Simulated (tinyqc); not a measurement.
Dopants and charged point defects at anneal temperature: Fermi-level effect, clustering and pairing: one step, computed by the program tinyqc.

Boltzmann statistics and full ionisation of active dopants. Energies are counted from the valence band; the defect (a vacancy or self-interstitial) has five charge states, with all degeneracy factors one.

Problem. Pairing in storage. An oppositely charged mobile impurity (density M) pairs with the dopant: pairs/free = Z (N_2/N_s) exp(E_b/k_B T_2) for M << N_2; capture radius R = e^2/(4 pi eps eps_0 k_B T_2); D_m = D_0 exp(-E_m/k_B T_2); association rate 4 pi R D_m N_2; dissociation rate = association rate/(pairs/free); tau = 1/(sum of both). Trapping slows long-range motion to D_m/(1 + pairs/free).

Inputs (values chosen for the exercise, with bands modelled on 4H-SiC):
```
quantity                                        value    unit
site density N_s                              3.1e+22   cm^-3
pair binding energy E_b                          0.86      eV
pair configurations Z                               4       -
storage temperature T_2                           360       K
impurity diffusion prefactor D_0               0.0014  cm^2/s
impurity migration energy E_m                    0.86      eV
dielectric constant eps                          9.77       -
active dopant density in the stored part N_2  3.4e+16   cm^-3
```

Dopant: donor. Second part: pairing with a mobile impurity.

Constants: k_B = 8.617333262e-05 eV/K; e^2/(4 pi eps_0) = 14.39964548 eV angstrom.

Give: pairs/free; paired share; capture radius R; D_m; pairing time constant; effective diffusivity of the impurity.

Solution.

pairs/free = 4.804e+06

paired share = 1.0000

capture radius R = 47.51 angstrom

D_m = 1.278e-15 cm^2/s

pairing time constant = 3854 s

effective diffusivity of the impurity = 2.661e-22 cm^2/s
